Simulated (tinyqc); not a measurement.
Mean barrier and spread from two temperatures.

Inverse problem. For a Gaussian spread of Schottky barriers the apparent height is phi_ap = phi - sg^2/(2 Vt), Vt = kB T/q. Find sg and phi.

Constants: q = 1.602176634e-19 C, kB = 1.380649e-23 J/K. Results are converted to the units shown.

phi_ap(0) at 120 and 350 K (eV): 1.0391196  1.1185553

Answer. phi_ap is linear in 1/(2 Vt) with slope -sg^2 and intercept phi.

sg = 0.05000 eV
phi = 1.160 eV

Computed by the program tinyqc: `OMP_NUM_THREADS=1 python tinyqc.py 2640136 2640137 out.jsonl`, one thread of a shared Intel Xeon 2.30GHz, about 0.01 s for the whole run.
